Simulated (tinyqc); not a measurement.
## K factor and largest bandwidth from two damping rates

Problem. The damping of a laser follows gamma = K fR^2 + gamma0. With gamma0 neglected, the largest 3 dB bandwidth is 2 sqrt(2) pi/K, reached where gamma = sqrt(2) 2 pi fR. Find K, gamma0 and that bandwidth.

gamma at fR = 4.3 and 10.6 GHz (1/ns): 4.3433000  20.301200

Answer. gamma is linear in fR^2: slope K, intercept gamma0.

K = 0.1700 ns
gamma0 = 1.200 1/ns
largest f3dB = 52.27 GHz

Program tinyqc, `OMP_NUM_THREADS=1 python tinyqc.py 2840045 2840046 out.jsonl`; Intel Xeon 2.30GHz, shared host, one thread, about 0.01 s.
